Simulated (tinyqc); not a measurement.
Changing the time as a fraction of L^2/kappa, s: electromigration in a confined line: Blech product, Korhonen stress evolution and Black's law. Computed by tinyqc, a small Python program. Command: `OMP_NUM_THREADS=1 python tinyqc.py 3024242 3024243 out.jsonl emigr sweep`. One thread of a shared host (Intel(R) Xeon(R) Processor @ 2.30GHz), about 0.01 s of CPU time with the checks.

The electron wind pushes atoms from the cathode (x = 0) to the anode (x = L); blocking ends build a back stress (tension positive). The input rho is taken not to change with temperature. d sigma/dt = d/dx [kappa (d sigma/dx + G)], with zero flux at both ends and sigma = 0 at t = 0.

Inputs (values chosen for the exercise, close to those used for aluminium lines):
```
quantity,value,unit
resistivity rho,2.92,micro-ohm cm
atomic volume Omega,16.6,angstrom^3
effective charge number Z*,6.1,-
prefactor D0,7.9e-08,m^2/s
activation energy E,0.698,eV
effective modulus B,37,GPa
critical stress sigma_c,330,MPa
current density j,2.1,MA/cm^2
line length L,80,um
test temperature T,270,C
```

Start: stress-free.

Constants: e = 1.602176634e-19 C; k_B = 8.617333262e-05 eV/K; k_B = 1.380649e-23 J/K.

Method:
- G = Z* e rho j/Omega; D = D0 exp(-E/(k_B T)); kappa = D B Omega/(k_B T); drift velocity of an unconfined line v = D Z* e rho j/(k_B T). SI: 1 micro-ohm cm = 1e-8 ohm m, 1 MA/cm^2 = 1e10 A/m^2.
- Temperatures in kelvin are T(C) + 273.15.
- At steady state sigma(x) = G (L/2 - x). A void forms only if the cathode stress reaches sigma_c, that is if j L exceeds (j L)_c = 2 Omega (sigma_c)/(Z* e rho). Time scale tau = L^2/kappa.
- sigma(x, t) = G L [1/2 - x/L - 4 sum_(m odd) cos(m pi x/L) exp(-m^2 pi^2 s)/(m pi)^2], s = t/tau, summed to m = 399.
- The terms at x = 0 are 4 exp(-m^2 pi^2 s)/(m pi)^2; tau = L^2/kappa.

One run for each value:
```
"time as a fraction of L^2/kappa, s",cathode stress at time s (MPa),time t (h)
0.002,145.7,1.6465e-03
0.0043,213.7,3.5401e-03
0.0095,317.6,7.8211e-03
0.021,472.3,1.7289e-02
0.097,994.7,7.9857e-02
0.21,1296.8,1.7289e-01
0.46,1431.6,3.7871e-01
1,1444.0,8.2327e-01
```

Give the missing row, time as a fraction of L^2/kappa, s = 0.045.

Computed row:
```
time as a fraction of L^2/kappa, s  cathode stress at time s (MPa)  time t (h)
0.045                                                        690.9  3.7047e-02
```

Interpolating between the two neighbouring rows (the first column on a logarithmic scale, the others too where they are positive) misses most in cathode stress at time s (MPa), by 0.95 %. Over the rows, cathode stress at time s (MPa) rises from 146 to 1440 (exponent d ln y / d ln x 0.50 between the first rows and 0.011 between the last); time t (h) rises from 0.00165 to 0.823 (exponent d ln y / d ln x about 1.0 throughout). At the low end the exponent of cathode stress at time s is 0.50, close to 0.50: the semi-infinite law. The part added by the current grows as 2 G L sqrt(s/pi) at first and levels off at G L/2 once s passes about 0.3.

Caution (rows 0.0210, 0.0450, 0.0970, 0.210, 0.460, 1.00): the stress exceeds sigma_c: a void would already have formed and relaxed it, so the value is formal.
